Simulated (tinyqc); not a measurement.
# Resistance of a source-drain extension with a graded tip: effects of single changes

y runs along the channel, the gate covers y > 0. The doping is N0 for y < y0 and N0 10^(-(y - y0)/la) beyond, uniform over the depth xj. Sheet conductance s(y) = q mu(N) max(N - Nch, 0) xj + (for y > 0) ma Cox Vo, with mu(N) = u0 + (u1 - u0)/(1 + (N/Nr)^au) and Cox = eps0 eox/tox. Current is taken as one-dimensional; depletion of the tip, spreading and the contact are left out. The metallurgical junction lies at yj, where N = Nch.

Parameters, values chosen for the exercise; mobility law close to that of electrons in silicon: relative permittivity of the gate insulator (close to silicon dioxide) eox = 3.9; insulator thickness tox = 1.8 nm; active doping of the extension far from the gate N0 = 8.3e19 cm^-3; lateral abruptness la = 5.4 nm/decade; position under the gate where the fall begins (gate edge at 0) y0 = 3.2 nm; depth of the extension xj = 16 nm; channel doping Nch = 2.2e18 cm^-3; spacer length Ls = 24 nm; gate overdrive Vo = 0.87 V; mobility of the gate-induced layer ma = 180 cm^2/(V s); mobility at low doping u1 = 1414 cm^2/(V s); mobility at high doping u0 = 68.5 cm^2/(V s); reference doping Nr = 9.2e16 cm^-3; exponent au = 0.711; gate length Lg = 60 nm.

Constants: q = 1.602176634e-19 C, eps0 = 8.8541878128e-14 F/cm where lengths are in cm. Results are converted to the units shown.

Each table varies one quantity; the others keep the values above.

## Abruptness at a fixed junction position

R_spacer = integral of dy/s from -Ls to 0, R_ov from 0 to yj, R_channel = (Lg - 2 yj)/(ma Cox Vo), R_total = 2 R_spacer + 2 R_ov + R_channel. Electrical length L_eff = ma Cox dR_total/d(1/Vo); R_series = R_total - L_eff/(ma Cox Vo). y0 is moved with la so that yj stays at 11.714 nm.

The same in every row: yj (nm) = 11.71; R_channel (ohm um) = 121.7.

Abruptness at a fixed junction position:
```
la (nm/decade)  R_spacer (ohm um)  R_ov (ohm um)  R_total (ohm um)  L_eff (nm)  R_series (ohm um)
1                           14.65          7.950             166.9       38.10              40.14
2.3                         14.65          10.43             171.9       39.34              40.94
3.6                         14.65          12.91             176.9       40.59              41.74
4.9                         14.65          15.38             181.8       41.84              42.54
6.1                         14.65          17.67             186.4       42.99              43.27
7.4                         14.65          20.15             191.3       44.24              44.07
8.7                         15.01          22.39             196.5       45.44              45.28
10                          16.11          24.19             202.3       46.52              47.49
```

As la goes from 1 to 10 nm/decade, R_total rises from 167 to 202 ohm um, R_spacer rises from 14.7 to 16.1 ohm um and R_ov rises from 7.95 to 24.2 ohm um. R_total changes on average by 3.93 ohm um for each nm/decade. L_eff exceeds the metallurgical length by 1.52 nm in the first row and 9.94 nm in the last, since the gate also controls the lightly doped tips.

## Effect of the depth of the extension

Same model as above.

The same in every row: yj (nm) = 11.71; R_channel (ohm um) = 121.7.

Results:
```
xj (nm)  R_spacer (ohm um)  R_ov (ohm um)  R_total (ohm um)  L_eff (nm)  R_series (ohm um)
4                    58.61          26.18             291.3       48.15              131.0
5.6                  41.87          23.80             253.1       46.56              98.09
11                   21.31          18.94             202.2       43.68              56.83
15                   15.63          16.78             186.5       42.54              44.94
21                   11.16          14.54             173.1       41.44              35.20
29                   8.085          12.54             163.0       40.52              28.09
40                   5.861          10.70             154.9       39.74              22.60
```

Estimate the missing row, xj = 7.7 nm.

Computed row:
```
xj (nm)  R_spacer (ohm um)  R_ov (ohm um)  R_total (ohm um)  L_eff (nm)  R_series (ohm um)
7.7                  30.45          21.50             225.6       45.14              75.38
```

With this row back in the table: As xj goes from 4 to 40, R_total falls from 291 to 155 ohm um, L_eff falls from 48.2 to 39.7 nm and R_series falls from 131 to 22.6 ohm um.

Computed by the program tinyqc: `OMP_NUM_THREADS=1 python tinyqc.py 2282176 2282177 out.jsonl`, one thread of a shared Intel Xeon 2.30GHz, about 0.03 s for the whole run.
